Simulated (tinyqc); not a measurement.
Semiconducting tubes compared: carbon nanotube by zone folding.

Circumference C = n a1 + m a2, a = sqrt3 acc; d = a sqrt(n^2 + nm + m^2)/pi; tan(theta) = sqrt3 m/(2n + m); dR = gcd(2n + m, 2m + n); T = t1 a1 + t2 a2 with t1 = (2m + n)/dR, t2 = -(2n + m)/dR, |T| = sqrt3 pi d/dR; N = 2 (n^2 + nm + m^2)/dR hexagons a cell. On cutting line mu = 0 to N - 1 at x = k|T|/(2 pi) the phases are p1 = 2 pi (-t2 mu + m x)/N, p2 = 2 pi (t1 mu - n x)/N, and E = -/+ t |1 + exp(i p1) + exp(i p2)|.

Inputs chosen for the exercise (out of a larger set: near those used for carbon; not measured data): t = 2.83 eV (hopping); acc = 1.42 angstrom (bond length); tubes = ((11, 6), (13, 9), (10, 0), (13, 0), (11, 1), (14, 4), (6, 5)) (pairs (n, m)).

E11 and E22 are twice the two lowest band edges; the cone gives E11 d = 2 t acc and E22/E11 = 2.

Tubes:
```
(n,m)   d (angstrom)  theta (deg)  (n - m) mod 3  E11 (eV)  E22 (eV)  E11 d/(2 t acc)  E22/E11
(11,6)         11.69         20.4              2    0.6927    1.3374            1.008    1.931
(13,9)         15.00         24.0              1    0.5325    1.0760            0.994    2.020
(10,0)          7.83          0.0              1    0.9937    2.1619            0.968    2.176
(13,0)         10.18          0.0              1    0.7705    1.6459            0.976    2.136
(11,1)          9.03          4.3              1    0.8661    1.8599            0.973    2.147
(14,4)         12.82         12.2              1    0.6171    1.2850            0.984    2.082
(6,5)           7.47         27.0              1    1.0646    2.1210            0.989    1.992
```

E11 follows 1/d first. For mod 1 the scaled E11 lies below one (0.968 to 0.994) and E22/E11 on both sides of two (1.992 to 2.176). For mod 2 the scaled E11 lies above one (1.008) and E22/E11 below two (1.931). The largest departure of the scaled E11 is that of (10,0); warping acts as cos(3 theta)/d, most for thin tubes near zigzag. Below about 8 angstrom curvature, left out of zone folding, changes the gaps further.

(tinyqc, `OMP_NUM_THREADS=1 python tinyqc.py 1451362 1451363 out.jsonl`, Intel(R) Xeon(R) Processor @ 2.30GHz, 1 thread, shared host, about 0.03 s.)
